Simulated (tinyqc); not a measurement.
RHF in the sto-3g basis, for H2, spin multiplicity 1, step by step. One step of it, computed by the program tinyqc.

Task: Iteration 1: building the Fock matrix. J_ij = sum D_kl (ij|kl), K_ij = sum D_kl (ik|jl); F = H + J - 0.5 K; E = tr D H + tr D J / 2 - 0.25 tr D K + E_nn.

D at the start:
```
          1H 1s     2H 1s
1H 1s  0.622674  0.622674
2H 1s  0.622674  0.622674
```

core Hamiltonian H = T + V (hartree):
```
           1H 1s      2H 1s
1H 1s  -1.070025  -0.864612
2H 1s  -0.864612  -1.070025
```

Two-electron integrals (ij|kl) in chemists' order, unique and non-zero (hartree):
```
(11|11) 0.774606   (21|11) 0.398400   (21|21) 0.245869   (22|11) 0.539248
(22|21) 0.398400   (22|22) 0.774606
```

nuclear repulsion = 0.64298568 hartree

Give: Coulomb J; exchange K; Fock matrix F; total energy of this density.

Result:

Coulomb J (hartree):
```
       1H 1s  2H 1s
1H 1s  1.314  0.802
2H 1s  0.802  1.314
```

exchange K (hartree):
```
       1H 1s  2H 1s
1H 1s  1.132  0.985
2H 1s  0.985  1.132
```

Fock matrix F (hartree):
```
        1H 1s   2H 1s
1H 1s  -0.322  -0.555
2H 1s  -0.555  -0.322
```

total energy of this density = -1.10734 hartree
